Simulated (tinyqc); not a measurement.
# Transit time and capacitance from two cut-off frequencies

Problem. 1/(2 pi fT) = tauF + Vt C/JC, C the sum of the junction capacitances per area. Find C, tauF and the limit of fT at high current.

Inputs (values chosen for the exercise):
```
symbol,value,unit,meaning
T,300,K,temperature
```

Constants: q = 1.602176634e-19 C, kB = 1.380649e-23 J/K, Vt = kB T/q. Results are converted to the units shown.

JC (mA/um^2): [0.012, 0.51]
fT (GHz): [8.5025313, 31.158186]

Solution. The delay is a straight line in 1/JC with slope Vt C and intercept tauF.

C = 6.47 fF/um^2
tauF = 4.78 ps
limit of fT = 33.3 GHz

Program tinyqc, `OMP_NUM_THREADS=1 python tinyqc.py 2320034 2320035 out.jsonl`; Intel Xeon 2.30GHz, shared host, one thread, about 0.01 s.
